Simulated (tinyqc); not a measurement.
# Gate voltage for a given inversion charge

Question. p-type body, charge-sheet picture, depletion and inversion only, full ionisation (an idealisation for deep acceptors), Boltzmann statistics (rough once Na exp(x - xn) passes about Nc/7). In units of Vt: xg = (Vg - Vfb)/Vt, x = psi/Vt, G = gamma/sqrt(Vt), xn = (2 phiF + Vc)/Vt. The implicit equation is (xg - x)^2 = G^2 [x - 1 + exp(x - xn)] for x above about 3. Cox = eps0 eox/tox. ni = sqrt(Nc Nv) exp(-Eg/(2 Vt)), Eg in volts; phiF = Vt ln(Na/ni); gamma = sqrt(2 q eps0 eps_r Na)/Cox. N_inv = (Cox Vt G/q) [sqrt(x - 1 + exp(x - xn)) - sqrt(x - 1)]. Find x - xn, psi and Vg.

Inputs (values chosen for the exercise); band and dielectric values close to those of silicon:
- T = 300 K (temperature)
- Eg = 1.14 eV (band gap)
- eps_r = 11.9 (relative permittivity)
- Nc = 2.8e19 cm^-3 (conduction-band density of states at T)
- Nv = 2.61e19 cm^-3 (valence-band density of states at T)
- eox = 3.9 (relative permittivity of the gate insulator (close to silicon dioxide))
- tox = 13 nm (insulator thickness)
- Na = 3.9e17 cm^-3 (acceptor density)
- Vfb = -0.34 V (flat-band voltage)
- Vc = 0 V (channel-body voltage)

Constants: q = 1.602176634e-19 C, kB = 1.380649e-23 J/K, Vt = kB T/q, eps0 = 8.8541878128e-14 F/cm where lengths are in cm. Results are converted to the units shown.

N_inv = 1.5e11 cm^-2

Answer. N_inv rises steadily with x, so it fixes x; the implicit equation then gives xg directly.

x - xn = 1.635
psi = 0.9631 V
Vg = 2.036 V

Program tinyqc, `OMP_NUM_THREADS=1 python tinyqc.py 2122096 2122097 out.jsonl`; Intel Xeon 2.30GHz, shared host, one thread, about 0.01 s.
